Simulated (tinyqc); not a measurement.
Screening length from the swing.

Question. In a simple model of a Schottky-barrier transistor a barrier thinner than d = 2.2 nm is transparent, so the effective barrier is pn - psi (1 - exp(-d/lam)) and the swing beyond flat band is Vt ln 10/(1 - exp(-d/lam)). Find the thermionic swing, lam, and the effective barrier at psi = 0.2 V.

Parameters, values chosen for the exercise:
- T = 350 K (temperature)
- pn = 0.33 eV (barrier for electrons at both contacts)

Constants: q = 1.602176634e-19 C, kB = 1.380649e-23 J/K, Vt = kB T/q. Results are converted to the units shown.

swing in the tunnelling range = 133.63134 mV/decade

Answer. The ratio of the two swings is 1 - exp(-d/lam).

Vt ln 10 = 69.4 mV/decade
lam = 3.00 nm
effective barrier = 0.226 eV

Program tinyqc, `OMP_NUM_THREADS=1 python tinyqc.py 2390109 2390110 out.jsonl`; Intel Xeon 2.30GHz, shared host, one thread, about 0.4 s.
